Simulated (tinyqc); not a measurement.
What each parameter does: strained quantum well: band edges, subbands and transparency.

Growth on (001), barriers unstrained: tr(e) = e (2 - nu2), Z = b e (1 + nu2); Ec = Ev + Eg + ac tr(e), E_HH = Ev + av tr(e) + Z, E_LH = Ev + av tr(e) - Z (coupling to the split-off band left out).

Masses along z: me, 1/(g1 - 2 g2) for HH, 1/(g1 + 2 g2) for LH, likewise in the barrier; in the plane me, 1/(g1 + g2) for HH and 1/(g1 - g2) for LH (no mixing, which understates the hole masses away from k = 0). Level n solves k L + 2 atan[(k/m)/(kappa/mb)] = n pi, k = sqrt(m E/c), kappa = sqrt(mb (V - E)/c), c = hbar^2/2m0.

Transparency (Bernard-Duraffourg): Fc - Fv equals the lowest transition energy with n = p, n = sum m/(2 pi c) kB T ln(1 + exp((Fc - E)/kB T)) and p likewise over the listed subbands; c = hbar^2/2m0, 1/angstrom^2 = 1e16/cm^2.

Constants: hbar^2/2m0 = 3.80998211 eV angstrom^2; kB = 8.617333262e-05 eV/K; hc = 1239.841984 eV nm.

Inputs chosen for the exercise (near those of a GaAsP/AlGaAs well; not measured data):
- e = 0.0025 (strain in the plane)
- nu2 = 0.924 (2 C12/C11)
- Eg = 1.51 eV (unstrained gap of the well)
- Ev = -0.833 eV (its valence edge)
- ac = -7.24 eV
- av = 1.2 eV (Ev moves by av tr(e))
- b = -1.97 eV (shear potential)
- Egb = 1.914 eV (gap of the barrier)
- Evb = -1 eV (its valence edge)
- L = 60 angstrom (well width)
- me = 0.0714 m0 (electron mass)
- g1 = 6.77 (gamma1)
- g2 = 1.95 (gamma2)
- meb = 0.1 m0
- g1b = 5.7
- g2b = 1.6
- T = 250 K (temperature)

Edge wavelength, hh1 - lh1 and n_tr.

One parameter was then changed.

Results before and after:

| case | wavelength (nm) | hh1 - lh1 (meV) | n_tr (1e12/cm^2) |
|---|---|---|---|
| base | 788.0 | 8.7 | 0.815 |
| changed | 795.3 | 4.4 | 0.858 |

Which of these changes was made? (a) g1 = 7.18; (b) ac = -6.52 eV; (c) L = 70 angstrom; (d) T = 290 K; (e) b = -2.27 eV; (f) e = 0.0005; (g) me = 0.0785 m0; (h) Eg = 1.49 eV.

Answer: (c) L = 70 angstrom. Of the candidates, run in turn, only this one gives the changed row.

All candidates:

| case | wavelength (nm) | hh1 - lh1 (meV) | n_tr (1e12/cm^2) |
|---|---|---|---|
| base | 788.0 | 8.7 | 0.815 |
| L = 70 angstrom | 795.3 | 4.4 | 0.858 |
| e = 0.0005 | 783.3 | 22.8 | 0.730 |
| Eg = 1.49 eV | 797.3 | 8.7 | 0.815 |
| b = -2.27 eV | 787.3 | 6.0 | 0.835 |
| ac = -6.52 eV | 787.1 | 8.7 | 0.815 |
| me = 0.0785 m0 | 788.9 | 8.7 | 0.863 |
| g1 = 7.18 | 787.3 | 8.0 | 0.797 |
| T = 290 K | 788.0 | 8.7 | 0.965 |

Computed by tinyqc, a small Python program: `OMP_NUM_THREADS=1 python tinyqc.py 1252746 1252747 out.jsonl` (the numbers bound the seed that draws the inputs); one thread of a shared host (Intel(R) Xeon(R) Processor @ 2.30GHz), about 0.02 s for the whole set of steps.
